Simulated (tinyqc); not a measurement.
# Stability and critical current from long pulses

Problem. For long pulses a magnetic tunnel junction switches at I = Ic0 [1 - ln(tp/t0)/Delta]. Find Ic0 and Delta.

Inputs (values chosen for the exercise):
- t0 = 1 ns (attempt time)

switching current for pulses of 0.0001 and 0.01 s (uA): 13.973802  13.068206

Answer. I is linear in ln tp: it equals Ic0 at tp = t0, and the slope is -Ic0/Delta.

Ic0 = 16.2 uA
Delta = 82.6

tinyqc, about 0.01 s, one thread, Intel Xeon 2.30GHz (shared host): `OMP_NUM_THREADS=1 python tinyqc.py 2450045 2450046 out.jsonl`
